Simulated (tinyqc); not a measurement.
# Ellipsometry and reflectance of a transparent film on an absorbing substrate, step by step

Computed by the program tinyqc: `OMP_NUM_THREADS=1 python tinyqc.py 2870109 2870110 out.jsonl`, one thread of a shared Intel Xeon 2.30GHz, about 0.01 s for the whole run. Printed values are rounded.

Air (index 1), film, substrate with N2 = n2 - i k2; time factor exp(+i w t). q_j = sqrt(N_j^2 - sin^2 th), root with positive real part. Fresnel coefficients r_s = (q_a - q_b)/(q_a + q_b), r_p = (N_b^2 q_a - N_a^2 q_b)/(N_b^2 q_a + N_a^2 q_b). tan(Psi) exp(i Delta) = R_p/R_s, Delta taken from 0 to 360 degrees.

Inputs (values chosen for the exercise); indices close to those of hafnium oxide on silicon:
- lam = 632.8 nm (wavelength)
- th = 65 degrees (angle of incidence)
- n1 = 2.046 (index of the transparent film)
- d = 4.7 nm (film thickness)
- n2 = 3.882 (index of the substrate)
- k2 = 0.019 (extinction coefficient of the substrate)

## Interface coefficients and thickness period

q0, q1, q2 and the coefficients r01 and r12 for p and s; the results repeat in d with the period lam/(2 q1).

q0 = 0.422618
q1 = 1.83432
q2 = 3.77473-0.01954i
r01,p = -0.0180907
r01,s = -0.625494
r12,p = 0.272575-0.002135i
r12,s = -0.345951+0.002278i
period = 172.489 nm

## Psi, Delta and reflectances

beta = 2 pi d q1/lam, X = exp(-2 i beta), R = (r01 + r12 X)/(1 + r01 r12 X) for p and s.

beta = 0.0856024 rad
X = 0.985380-0.170370i
R_p = 0.251312-0.049000i
R_s = -0.797180+0.025290i
Psi = 17.7980 degrees
Delta = 170.784 degrees
|R_p|^2 = 0.0655587
|R_s|^2 = 0.636136

The bare substrate gives Psi = 17.76 and Delta = 179.58 degrees.
